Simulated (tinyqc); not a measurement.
What moves the results: delta-doped layer in the Thomas-Fermi potential. A value that a table varies takes the place of the one given here.

All donors ionised in the plane z = 0, zero temperature, energies from the Fermi level EF of the Thomas-Fermi model, which lies at the bulk band edge; c = hbar^2/2m0, q = e^2/(4 pi eps0). gv = 4 equivalent valleys, m_d = sqrt(m3^3/mz) in the plane. With n = (gv/3 pi^2)(m3 (-V)/c)^(3/2) and V'' = -(4 pi q/eps) n for z > 0, the solution is V = -b/(|z| + z0)^4 with sqrt(b) = 20/K, K = (4 pi q/eps)(gv/3 pi^2)(m3/c)^(3/2), and z0^5 = 4b/(e F0), e F0 = 2 pi q N/eps; 1e13/cm^2 = 1e-3/angstrom^2. Exchange and correlation are left out.

Subbands solve -(c/m_z) psi'' + V psi = E psi on 1280 points of spacing z0/80; up to ten levels for each group, kept if bound with an rms width below 2.5 z0.

Constants: hbar^2/2m0 = 3.80998211 eV angstrom^2; e^2/(4 pi eps0) = 14.39964547 eV angstrom.

Values chosen for the exercise (near those of a delta-doped layer in Ge; shifted at random, so the results belong to these values and not to a real crystal): m3 = 0.22 m0 (density-of-states mass of a valley); mz = 0.116 m0 (mass along z); eps = 15.7 (dielectric constant); Nl = (0.5, 1, 2, 3.5, 6, 10, 16) x 1e13/cm^2 (sheet densities); N = 5 x 1e13/cm^2 (donor sheet density).

## Doping density

The well, the lowest level and the filling anew; at zero temperature n_i = g m_d (mu - E_i)/(2 pi c), with mu fixed by sum n_i = N.

Results:
```
N (1e13/cm^2)  z0 (angstrom)  depth (eV)  lowest (eV)  next - lowest (eV)  occupied  share of lowest (%)
0.50                    65.3      0.0471      -0.0111                   -         1                100.0
1.0                     56.9      0.0819      -0.0219                   -         1                100.0
2.0                     49.5      0.1427      -0.0429                   -         1                100.0
3.5                     44.3      0.2232      -0.0731                   -         1                100.0
6.0                     39.7      0.3435      -0.1217              0.1185         1                100.0
10                      35.9      0.5170      -0.1962              0.1864         2                 97.2
16                      32.7      0.7529      -0.3032              0.2800         2                 94.3
```

What does this show, and why?

The depth grows as N^(4/5) and z0 shrinks as N^(-1/5): factors 16.0 and 2.00 for 32 times the doping. The lowest level deepens faster, with exponent 0.95, since the zero-point energy takes a smaller share of a deeper well (76 % falling to 60 %). The number of occupied subbands is 1 in the first row and 2 in the last. Depths beyond about 0.5 eV stretch parabolic valleys past their range.

## What each parameter does

z0, depth, lowest level and its rms width. Each row changes one parameter from the base and keeps the others.

Results:
```
case               z0 (angstrom)  depth (eV)  lowest (eV)  rms z (angstrom)
base                       41.22      0.2969      -0.1025             16.18
N = 8 x 1e13/cm^2          37.52      0.4324      -0.1593             13.30
eps = 14.1                 38.64      0.3100      -0.1037             15.91
m3 = 0.253 m0              37.90      0.2730      -0.0858             17.14
mz = 0.099 m0              41.22      0.2969      -0.0967             17.68
```

What does this show?

The largest shifts from the base row, up to three for each result and ties (the steps differ in size, so this ranks the rows, not the parameters). z0 (angstrom): N -3.70, m3 -3.32, eps -2.57; unchanged at the printed digits by mz. depth (eV): N +0.1355, m3 -0.0239, eps +0.0130; unchanged at the printed digits by mz. lowest (eV): N -0.0568, m3 +0.0167, mz +0.0058. rms z (angstrom): N -2.88, mz +1.50, m3 +0.96.

Run: tinyqc, `OMP_NUM_THREADS=1 python tinyqc.py 1282678 1282679 out.jsonl`; Intel(R) Xeon(R) Processor @ 2.30GHz, one thread, shared host; about 0.2 s of CPU time with all checks.
